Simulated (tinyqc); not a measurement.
Worked calculation: overlap of hydrogenic dopants: pairs, impurity band and the Mott density. Values are carried at full precision from step to step, so a last printed digit may differ when a step is redone from the rounded ones.

Ry* = Ry m/eps^2, aB = a0 eps/m. For 1s orbitals a distance rho = R/aB apart, in Ry*: overlap S = exp(-rho)(1 + rho + rho^2/3), J = (2/rho)(1 - (1 + rho) exp(-2 rho)) (attraction to the other ion), Kx = 2 (1 + rho) exp(-rho) (exchange of one electron). One electron on a pair has E = -1 - (J +/- Kx)/(1 +/- S), without the repulsion 2/rho of the ions. Hopping after orthogonalisation: t = (Kx - S J)/(1 - S^2), half the splitting. Dopants on a lattice with z neighbours, n = (3 sqrt3/4)/R^3 (bcc), give a band of width B = 2 z t, as on any lattice of two interpenetrating sublattices. Valleys, central cells and disorder are left out.

Constants: Ry = 13.60569312 eV; a0 (Bohr radius) = 0.5291772105 angstrom; hbar = 6.58211957e-16 eV s.

Values chosen for the exercise (an isotropic mass and dielectric constant of the size used for donors in Si; shifted at random, so the results belong to these values and not to a real crystal): m = 0.314 m0 (mass); eps = 11.7 (dielectric constant); N = 0.028 1/aB^3 (dopant density); rho = 3.8 aB (distance of a pair); u = 1.25 Ry* (cost of a second electron on one dopant); z = 8 (neighbours in the dopant lattice).

## Scales

Form Ry*, aB, and the density N in 1/cm^3 (1/angstrom^3 = 1e24/cm^3).

Ry* = 31.209 meV
aB = 19.718 angstrom
density = 3.652e+18 1/cm^3

## A pair with one electron

Form S, J, Kx, the two levels, t, and the total energy of the lower state with the repulsion, relative to a distant pair (-1).

S, J, Kx: 0.21506  0.52505  0.21476

levels (Ry*): even -1.60887, odd -1.39531

t = 0.10678 Ry*
energy of the pair against a distant one (negative: bound) = -0.08255 Ry*

In this host the pair is 7.5 nm long and its splitting 2t is 6.67 meV.

## The pair with two electrons (two-site Hubbard model)

t is the hopping between the two dopants. Singlet at (u - sqrt(u^2 + 16 t^2))/2 below the triplet at 0; estimate 4 t^2/u; weight of double occupancy (1 - u/sqrt(u^2 + 16 t^2))/2; swap time pi hbar/Jx with Jx the splitting in eV. t and u are in units of Ry*.

singlet-triplet splitting (meV): exact 1.107, 4 t^2/u 1.139

double occupancy = 0.0269
swap time = 1.87 ps

The estimate is 2.8 % too high at 4t/u = 0.34.

## The impurity band at this density

Form R/aB, t, B = 2 z t and N^(1/3) aB. Two estimates of the gap between the Hubbard bands: u - B (rigid bands, closing at B = u) and the Hubbard-III rule, which closes at B = (2/sqrt3) u; give B/u.

R/aB = 3.5933
t = 0.12441 Ry*

B: in Ry* 1.991, in meV 62.122

N^(1/3) aB = 0.3037
B/u = 1.592

Both rules close the gap: a metal (at such spacings hopping beyond nearest neighbours, left out, counts too). Mott's screening rule, N^(1/3) aB = 0.26, puts this density on the metallic side.

## Checks

- Overlap S against numerical integration in elliptic coordinates: both 0.21506.

tinyqc: `OMP_NUM_THREADS=1 python tinyqc.py 1481591 1481592 out.jsonl`; about 0.01 s, one thread, shared Intel(R) Xeon(R) Processor @ 2.30GHz.
